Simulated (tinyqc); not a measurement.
## Gate voltage from the surface potential

Question. At the source end, Vgs + Vsb - Vfb - psi = gamma sqrt(G), G = psi - Vt + Vt exp((psi - 2 phiF - Vsb)/Vt), and the voltage over the insulator is gamma sqrt(G). Find that voltage and Vgs.

Values chosen for this exercise:
- T = 300 K (temperature)
- Vfb = -0.55 V (flat-band voltage)
- Vsb = 0 V (source-body reverse bias)

Constants: q = 1.602176634e-19 C, kB = 1.380649e-23 J/K, Vt = kB T/q. Results are converted to the units shown.

psi = 0.92197887 V
phiF = 0.40574447 V
gamma = 0.30018675 V^0.5

Solution. In this direction the relation is explicit: no iteration is needed.

voltage over the insulator = 0.4980 V
Vgs = 0.8700 V

Program tinyqc, `OMP_NUM_THREADS=1 python tinyqc.py 2360118 2360119 out.jsonl`; Intel Xeon 2.30GHz, shared host, one thread, about 0.07 s.
